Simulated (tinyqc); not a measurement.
# Field length and prefactor from two substrate currents

Question. For Em = (Vd - Vdsat)/l, Isub/Id = (Ai/Bi)(Vd - Vdsat) exp(-Bi l/(Vd - Vdsat)), and l = sqrt(3 tox xj). Find l, Ai and xj.

Parameters, values chosen for the exercise: oxide thickness tox = 19 nm; ionisation field Bi = 1.86 MV/cm.

Isub/Id at Vd - Vdsat = 2.2 and 3 V: [4.49976399e-5, 0.00111366604]

Answer. ln[Isub/(Id (Vd - Vdsat))] is linear in 1/(Vd - Vdsat) with slope -Bi l.

l = 128.6 nm
Ai = 2.000e6 1/cm
xj = 290.0 nm

Numbers from tinyqc (`OMP_NUM_THREADS=1 python tinyqc.py 2550087 2550088 out.jsonl`; about 0.01 s on one thread of a shared Intel Xeon 2.30GHz).
